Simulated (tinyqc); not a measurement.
Worked calculation: Pariser-Parr-Pople SCF with singles CI, for the molecule Clc1cccc2c1C=C2 (SMILES; centres numbered as the heavy atoms are written). One step of it, computed by the program tinyqc.

Task: Iteration 2: orbitals and new P. Diagonalise F (the basis is taken as orthonormal) and form P = 2 sum c c over the lowest orbitals; 0.3 of the old P is kept.

F (eV):
```
            1Cl         2C         3C         4C         5C         6C         7C         8C
1Cl  -13.542059  -2.574854   0.096611   0.168864  -0.036812  -0.097931   0.518168   0.228261
2C    -2.574854  -5.755009  -3.752492   0.023610   0.294115  -0.000638  -4.223575  -0.010244
3C     0.096611  -3.752492  -5.598573  -4.416926   0.057246   0.621757   0.038191  -0.248431
4C     0.168864   0.023610  -4.416926  -5.446121  -3.850417  -0.052085   0.527004   0.028590
5C    -0.036812   0.294115   0.057246  -3.850417  -5.436862  -4.377439  -0.052142   0.526958
6C    -0.097931  -0.000638   0.621757  -0.052085  -4.377439  -5.212817  -3.731446  -0.092054
7C     0.518168  -4.223575   0.038191   0.527004  -0.052142  -3.731446  -5.458620  -3.102544
8C     0.228261  -0.010244  -0.248431   0.028590   0.526958  -0.092054  -3.102544  -5.282294
9C    -0.279953   0.468766  -0.020122  -0.168205   0.027655  -3.017022   0.244418  -4.693735

            9C
1Cl  -0.279953
2C    0.468766
3C   -0.020122
4C   -0.168205
5C    0.027655
6C   -3.017022
7C    0.244418
8C   -4.693735
9C   -5.295884
```

pi electrons, sum of z_r less the charge = 10

P after iteration 1:
```
           1Cl         2C         3C         4C         5C         6C         7C         8C
1Cl   1.799373   0.354838  -0.048556  -0.114884   0.027578   0.066625  -0.260420  -0.144094
2C    0.354838   1.024843   0.509769  -0.012195  -0.167223   0.000330   0.685931   0.005688
3C   -0.048556   0.509769   1.043911   0.758518  -0.029568  -0.353559  -0.019726   0.176594
4C   -0.114884  -0.012195   0.758518   0.987597   0.546335   0.026902  -0.299670  -0.021308
5C    0.027578  -0.167223  -0.029568   0.546335   1.022796   0.743589   0.026932  -0.339968
6C    0.066625   0.000330  -0.353559   0.026902   0.743589   0.946493   0.501997   0.041849
7C   -0.260420   0.685931  -0.019726  -0.299670   0.026932   0.501997   1.097286   0.266517
8C   -0.144094   0.005688   0.176594  -0.021308  -0.339968   0.041849   0.266517   0.989510
9C    0.216227  -0.302430   0.014998   0.119577  -0.015358   0.234566  -0.111128   0.861817

            9C
1Cl   0.216227
2C   -0.302430
3C    0.014998
4C    0.119577
5C   -0.015358
6C    0.234566
7C   -0.111128
8C    0.861817
9C    1.088191
```

Give: orbital energies; P after iteration 2.

Result:

orbital energies (eV): [-14.753, -13.522, -11.463, -10.045, -8.142, -2.607, -0.475, 0.728, 3.249]

P after iteration 2:
```
        1Cl      2C      3C      4C      5C      6C      7C      8C
1Cl   1.898   0.271  -0.068  -0.068   0.038   0.035  -0.207  -0.081
2C    0.271   1.006   0.522  -0.002  -0.185  -0.004   0.717   0.013
3C   -0.068   0.522   1.037   0.756  -0.026  -0.349  -0.012   0.159
4C   -0.068  -0.002   0.756   0.988   0.548   0.024  -0.319  -0.022
5C    0.038  -0.185  -0.026   0.548   1.019   0.747   0.018  -0.320
6C    0.035  -0.004  -0.349   0.024   0.747   0.957   0.518   0.040
7C   -0.207   0.717  -0.012  -0.319   0.018   0.518   1.062   0.228
8C   -0.081   0.013   0.159  -0.022  -0.320   0.040   0.228   0.984
9C    0.147  -0.307   0.012   0.129  -0.013   0.209  -0.072   0.896

         9C
1Cl   0.147
2C   -0.307
3C    0.012
4C    0.129
5C   -0.013
6C    0.209
7C   -0.072
8C    0.896
9C    1.049
```
